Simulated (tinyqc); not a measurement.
Short-channel transistor, virtual-source model with series resistance: one step of the calculation.

The current per gate width is the charge at the top of the source barrier (the virtual source) times its velocity times a saturation function; al and be are fitting constants of the model. Units: I in uA/um, Rs in ohm um, so I Rs = 1e-6 I Rs in volts; Q in uC/cm^2, so I = 1e-4 Q vx0 Fsat with vx0 in cm/s.

Question. Current through the series resistance. Intrinsic voltages Vg' = Vgs - I Rs, Vd' = Vds - 2 I Rs. n = n0 + nd Vd', VT = VT0 - dl Vd', Ff = 1/(1 + exp((Vg' - VT + al Vt/2)/(al Vt))), Q = Cinv n Vt ln(1 + exp((Vg' - VT + al Vt Ff)/(n Vt))), Vdsat = (vx0 L/mu)(1 - Ff) + Vt Ff, Fsat = u/(1 + u^be)^(1/be) with u = Vd'/Vdsat, and I(out) = Q vx0 Fsat per width. (Fsat takes the sign of u.) I(new) = I(out).

Values chosen for this exercise:
```
symbol,value,unit,meaning
T,250,K,temperature
Cinv,3.54,uF/cm^2,inversion capacitance
vx0,3.91e7,cm/s,velocity at the virtual source
mu,94,cm^2/(V s),apparent mobility
L,25,nm,channel length
VT0,0.334,V,threshold at zero drain voltage
dl,0.1,V/V,drain-induced barrier lowering
n0,1.34,,subthreshold factor
nd,0,1/V,growth of n with drain voltage
al,3.5,,threshold shift (in units of Vt) from weak to strong inversion
be,1.6,,sharpness of saturation
Rs,250,ohm um,series resistance of each contact
Vgs,0.6,V,gate voltage
Vds,0.1,V,drain voltage
```

Constants: q = 1.602176634e-19 C, kB = 1.380649e-23 J/K, Vt = kB T/q. Results are converted to the units shown.

I after iteration 2 = -201.55257 uA/um

Wanted: Vg'; Vd'; VT; Ff; Q; Vdsat; Fsat; I(out); I after iteration 3.

Answer.

Vg' = 0.6504 V
Vd' = 0.2008 V
VT = 0.3139 V
Ff = 0.006948
Q = 1.193 uC/cm^2
Vdsat = 1.033 V
Fsat = 0.1860
I(out) = 867.8 uA/um
I after iteration 3 = 867.8 uA/um

Numbers from tinyqc (`OMP_NUM_THREADS=1 python tinyqc.py 2380022 2380023 out.jsonl`; about 0.01 s on one thread of a shared Intel Xeon 2.30GHz).
